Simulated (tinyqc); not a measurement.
What moves the results: Franz-Keldysh effect at a direct gap. A value that a table varies takes the place of the one given here.

Parabolic bands, vertical transitions, no excitons. For each hole band j: mr = me mj/(me + mj); joint density of states J_j(E) = (mr/c)^(3/2) sqrt(E - Eg)/(2 pi^2), both spins, c = hbar^2/2m0; averaged matrix element |e.p|^2 = m0 Ep/6; alpha_j(E) = 4 pi^2 alpha_f c Ep J_j/(3 nr E) in 1/angstrom (alpha_f the fine-structure constant, listed as alpha among the constants), times 1e8 for 1/cm.

In a field Fd (1 kV/cm = 1e-5 V/angstrom) the electro-optic energy of band j is th = (c (e Fd)^2/mr)^(1/3), and sqrt(E - Eg) in J_j is replaced by pi sqrt(th) [Ai'(b)^2 - b Ai(b)^2] with b = (Eg - E)/th; Ai is the Airy function.

Constants: hbar^2/2m0 = 3.80998211 eV angstrom^2; fine-structure constant alpha = 0.007297352564.

Inputs chosen for the exercise (near those of InGaAs; shifted at random, so the results belong to these values and not to a real crystal): Eg = 0.745 eV (direct gap); me = 0.041 m0 (electron mass); mhh = 0.465 m0 (heavy-hole mass); mlh = 0.0519 m0 (light-hole mass); Ep = 23 eV (Kane energy); nr = 3.52 (refractive index); Fd = 45 kV/cm (uniform field); det = 40 meV (detuning below the gap).

## Spectrum around the gap

Absorption (1/cm):
```
E - Eg (eV)  alpha(0)  alpha(F)  change
-0.0684             0     1.865       2
-0.0547             0     7.970       8
-0.0410             0     30.93      31
-0.0274             0     106.3     106
-0.0137             0     323.2     323
0.0000              0     843.1     843
0.0137           2708      1845    -863
0.0274           3762      3309    -453
0.0410           4523      4767     244
0.0547           5134      5571     437
0.0684           5645      5666      22
0.0821           6082      5863    -219
0.1094           6796      6888      92
0.1368           7364      7403      39
```

How do the results move?

At the gap alpha(F) = 843 1/cm; 54.7 meV below it 7.97 1/cm remain, the tail falling as exp(-(4/3) b^(3/2)). Among the energies listed the largest rise is 843 1/cm at E - Eg = 0.0 meV and the largest fall -863 1/cm at 13.7 meV. It changes sign between 0.0 and 13.7 meV, between 27.4 and 41.0 meV, between 68.4 and 82.1 meV and between 82.1 and 109.4 meV; th is 27.4 meV for heavy holes and 32.3 meV for light holes.

## Tail absorption against field

At E = Eg - det; the field takes the values listed. The last column is the length for 10 dB of loss.

Results:
```
Fd (kV/cm)  th heavy (meV)  b heavy  alpha (1/cm)  length (micrometre)
10                   10.04    3.985       0.00870             2.65e+06
20                   15.93    2.511          1.32             1.74e+04
40                   25.29    1.582          23.8                  966
60                   33.14    1.207          72.0                  320
100                  46.59    0.859           198                  116
150                  61.05    0.655           359                 64.2
250                  85.82    0.466           639                 36.1
400                 117.40    0.341           966                 23.8
```

What can be read from the table?

alpha grows by 3.9 decades from 10 to 60 kV/cm and by a factor 1.51 over the last step, where the field grows by 1.6: the exponent (4/3) b^(3/2) goes as 1/Fd, so the gain is steep only while b > 1 (deep in the tail the light-hole pair, with its smaller b, carries most of it), that is up to 60 kV/cm of those listed. Values below about 10 1/cm lie under the Urbach and exciton tails of a real crystal, left out here.

## What moves the tail

At E = Eg - det. Each row changes one parameter from the base and keeps the others.

Results:
```
case             th heavy (meV)  alpha (1/cm)
base                     27.358         34.01
Fd = 58.5 kV/cm          32.587         67.80
det = 50 meV             27.358         12.84
me = 0.0471 m0           26.227         33.97
mlh = 0.0675 m0          27.358         34.31
Ep = 25.3 eV             27.358         37.41
nr = 3.7                 27.358         32.35
```

How do the results move?

The largest shifts from the base row, up to three for each result and ties (the steps differ in size, so this ranks the rows, not the parameters). th heavy (meV): Fd +5.229, me -1.132; unchanged at the printed digits by det, mlh, Ep and nr. alpha (1/cm): Fd +33.8, det -21.2, Ep +3.40.

Run: tinyqc, `OMP_NUM_THREADS=1 python tinyqc.py 1652149 1652150 out.jsonl`; Intel(R) Xeon(R) Processor @ 2.30GHz, one thread, shared host; about 0.01 s of CPU time with all checks.
